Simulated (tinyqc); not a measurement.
What each parameter does: two-dimensional electron gas with Rashba and Dresselhaus coupling.

H = c k^2/m + al (ky sx - kx sy) + b1 (kx sx - ky sy) + gam kx ky (kx sy - ky sx), s the Pauli matrices, x = [100], c = hbar^2/2m0, b1 = gam (pi/L)^2 (hard walls). H = c k^2/m + B.s, so E = c k^2/m -/+ |B| and the lower state has its spin along -B.

Constants: hbar^2/2m0 = 3.80998211 eV angstrom^2.

Inputs chosen for the exercise (of the size met in InAs; the results hold for these values, not for the real material):

| symbol | value | unit | meaning |
|---|---|---|---|
| m | 0.0277 | m0 | mass |
| al | 0.27 | eV angstrom | Rashba constant |
| gam | 31.8 | eV angstrom^3 | bulk Dresselhaus constant |
| L | 203 | angstrom | width of the (001) well |
| n | 9.7 | 1e11/cm^2 | sheet density (one subband filled) |

Splittings 2|B| at k0 = sqrt(2 pi n) along [100], [110] and [-110], and E0 = c k0^2/m; 1e11/cm^2 = 1e-5/angstrom^2.

Results for these values:

| case | [100] (meV) | [110] (meV) | [-110] (meV) | E0 (meV) |
|---|---|---|---|---|
| base | 13.3365 | 13.2288 | 13.4336 | 83.83 |

What happens to each result for n = 14.55 1e11/cm^2, all else kept?

Answer: [100] rises from 13.3365 to 16.3338; [110] rises from 13.2288 to 15.9089; [-110] rises from 13.4336 to 16.7458; E0 rises from 83.83 to 125.74.

The same for each parameter in turn:

| case | [100] (meV) | [110] (meV) | [-110] (meV) | E0 (meV) |
|---|---|---|---|---|
| base | 13.3365 | 13.2288 | 13.4336 | 83.83 |
| m = 0.03047 m0 | 13.3365 | 13.2288 | 13.4336 | 76.21 |
| al = 0.324 eV angstrom | 16.0019 | 15.8950 | 16.0999 | 83.83 |
| gam = 38.16 eV angstrom^3 | 13.3388 | 13.2083 | 13.4541 | 83.83 |
| L = 223 angstrom | 13.3349 | 13.1644 | 13.4981 | 83.83 |
| n = 14.55 1e11/cm^2 | 16.3338 | 15.9089 | 16.7458 | 125.74 |

Program tinyqc; command `OMP_NUM_THREADS=1 python tinyqc.py 1481439 1481440 out.jsonl`; about 0.01 s on one thread of a shared Intel(R) Xeon(R) Processor @ 2.30GHz.
